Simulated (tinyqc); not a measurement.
## FinFET, parasitic resistance, capacitance and delay: effect of the supply voltage

Nf fins under one contact; each has gated perimeter p = 2 Hf + Wf and cross-section A = Hf Wf; contact width Wc = Nf pf, stack height Hs = Hf. Contact length Lc = CPP - Lg - 2 Lsp, shared by two neighbouring gates. Source and drain sides are equal. The formulas are first-order estimates, not field solutions.

Epitaxy sheet resistance Rsh = re/te, transfer length LT = sqrt(rc/Rsh), contact Rc = [sqrt(rc Rsh)/Wc] coth(Lc/(2 LT)); extension of one fin Rx = rx Lsp/A. With N fins: gate Cg = Cinv p N Lg; per side, plate Cp = ks eps0 [Wc (Hs + Hc) - N A]/Lsp, top fringe Cf = (2/pi) ks eps0 Wc ln(1 + Lg/(2 Lsp)), overlap Co = Cinv p N Lov. One fin: I = p Q vx u/(1 + |u|^1.8)^(1/1.8), Q = Cinv n Vt ln(1 + exp((Vg' - VT + dl Vd')/(n Vt))), u = Vd' mu/(vx Lg), Vg' = Vgs - v, Vd' = Vds - 2 v, with the drop on each side v = Rc (sum of I) + Rx I. Ieff = [I(Vgs = Vdd, Vds = Vdd/2) + I(Vdd/2, Vdd)]/2, total currents. With Cs = Cp + Cf + Co, the load of an inverter of two such devices driving an equal one is CL = 2 (Cg + 2 Cs) + 4 Cs + Cw (own drains counted twice for the Miller effect); delay CL Vdd/(2 Ieff).

Parameters, values chosen for the exercise; values close to those of silicon logic devices: temperature T = 300 K; number of fins Nf = 2; fin height Hf = 60 nm; fin width Wf = 5 nm; fin pitch pf = 30 nm; contacted gate pitch CPP = 45 nm; gate length Lg = 12 nm; spacer length Lsp = 6 nm; relative permittivity of the spacer ks = 5.5; gate height above the channel stack Hc = 15 nm; contact resistivity rc = 8.2e-10 ohm cm^2; resistivity of the source-drain epitaxy re = 0.00032 ohm cm; current-carrying depth of the epitaxy te = 25 nm; resistivity of the extension rx = 0.0015 ohm cm; gate overlap Lov = 0.5 nm; inversion capacitance Cinv = 3.5 uF/cm^2; injection velocity vx = 1.4e7 cm/s; apparent mobility mu = 270 cm^2/(V s); threshold at zero drain voltage VT = 0.2 V; barrier lowering dl = 0.079 V/V; subthreshold factor n = 1.19; wire load Cw = 0.17 fF.

Constants: q = 1.602176634e-19 C, kB = 1.380649e-23 J/K, eps0 = 8.8541878128e-12 F/m, Vt = kB T/q. Results are converted to the units shown.

The same in every row: Rc (ohm) = 137.5; Rx/N (ohm) = 150.0; CL (aF) = 678.5.

Effect of the supply voltage:
```
Vdd (V),Ieff (uA),delay (ps)
0.45,131.5,1.161
0.55,194.9,0.9574
0.65,260.3,0.8472
0.75,326.4,0.7795
0.85,392.9,0.7339
0.95,459.6,0.7013
```

As Vdd goes from 0.45 to 0.95 V, Ieff rises from 132 to 460 uA, CL stays at 679 aF and the delay falls from 1.16 to 0.701 ps.

tinyqc, about 0.04 s, one thread, Intel Xeon 2.30GHz (shared host): `OMP_NUM_THREADS=1 python tinyqc.py 2170119 2170120 out.jsonl`
